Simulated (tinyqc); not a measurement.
What each input does: propagation of a band-gap error through k.p and effective-mass formulas.

Chain, for a gap E (the reference Eg or another value), with Ep and Dso kept: 1/me = 1 + Ep (E + 2 Dso/3)/(E (E + Dso)); g* = 2 - 2 Ep Dso/(3 E (E + Dso)); g1(E) = g1 + (Ep/3)(1/E - 1/Eg), g2(E) = g2 + (Ep/6)(1/E - 1/Eg), light hole 1/(g1 + 2 g2), heavy hole 1/(g1 - 2 g2) along [100]; optical constant ei(E) = 1 + (ei - 1)(EP/(EP + E - Eg))^2, static e0(E) = ei(E) + e0 - ei.

Donor: R = Ry me/e0^2, a_B = a0 e0/me, Mott density (0.26/a_B)^3. Nc, Nv = 2 (m kT/(4 pi c))^(3/2), c = hbar^2/2m0, ni = sqrt(Nc Nv) exp(-E/2kT). Exciton: Ry mu/e0^2 with 1/mu = 1/me + g1(E). 1 angstrom^-3 = 1e24 cm^-3.

Constants: Ry = 13.60569312 eV; a0 (Bohr radius) = 0.5291772105 angstrom; kB = 8.617333262e-05 eV/K; hbar^2/2m0 = 3.80998211 eV angstrom^2.

Values chosen for the exercise (reference values near those of InSb, gap at low temperature; not measured data):
- Eg = 0.233 eV (gap at Gamma to the s-like level)
- Dso = 0.826 eV (spin-orbit splitting)
- Ep = 23.8 eV (Kane energy)
- g1 = 34.85 (Luttinger gamma1)
- g2 = 15.48 (gamma2)
- e0 = 16.69 (static dielectric constant)
- ei = 15.79 (optical dielectric constant)
- EP = 3.55 eV (mean (Penn) gap)
- mh = 0.35 m0 (density-of-states mass of the holes)
- T = 77 K (temperature)
- Eg2 = 0.419 eV (a wrong gap, of the size a hybrid with far too much exact exchange can give)

All at E = Eg2.

One parameter was then changed.

Results before and after:

| case | me (m0) | light hole (m0) | e0 | donor (meV) | exciton (meV) | log10 ni |
|---|---|---|---|---|---|---|
| base | 0.0221 | 0.0281 | 15.25 | 1.292 | 0.900 | 3.218 |
| changed | 0.0240 | 0.0263 | 15.25 | 1.402 | 0.933 | 3.244 |

Which of these changes was made? (a) mh = 0.378 m0; (b) Dso = 0.76 eV; (c) Ep = 21.896 eV; (d) g1 = 32.062; (e) EP = 3.266 eV; (f) Eg2 = 0.385 eV; (g) ei = 14.527; (h) T = 70.84 K.

Answer: (c) Ep = 21.896 eV. Of the candidates, run in turn, only this one gives the changed row.

All candidates:

| case | me (m0) | light hole (m0) | e0 | donor (meV) | exciton (meV) | log10 ni |
|---|---|---|---|---|---|---|
| base | 0.0221 | 0.0281 | 15.25 | 1.292 | 0.900 | 3.218 |
| Eg2 = 0.385 eV | 0.0205 | 0.0257 | 15.50 | 1.161 | 0.807 | 4.306 |
| Dso = 0.76 eV | 0.0219 | 0.0281 | 15.25 | 1.282 | 0.895 | 3.215 |
| Ep = 21.896 eV | 0.0240 | 0.0263 | 15.25 | 1.402 | 0.933 | 3.244 |
| g1 = 32.062 | 0.0221 | 0.0305 | 15.25 | 1.292 | 0.940 | 3.218 |
| EP = 3.266 eV | 0.0221 | 0.0281 | 15.14 | 1.312 | 0.914 | 3.218 |
| ei = 14.527 | 0.0221 | 0.0281 | 15.38 | 1.272 | 0.886 | 3.218 |
| mh = 0.378 m0 | 0.0221 | 0.0281 | 15.25 | 1.292 | 0.900 | 3.243 |
| T = 70.84 K | 0.0221 | 0.0281 | 15.25 | 1.292 | 0.900 | 1.971 |

Run: tinyqc, `OMP_NUM_THREADS=1 python tinyqc.py 1850211 1850212 out.jsonl`; Intel(R) Xeon(R) Processor @ 2.30GHz, one thread, shared host; about 0.01 s of CPU time with all checks.
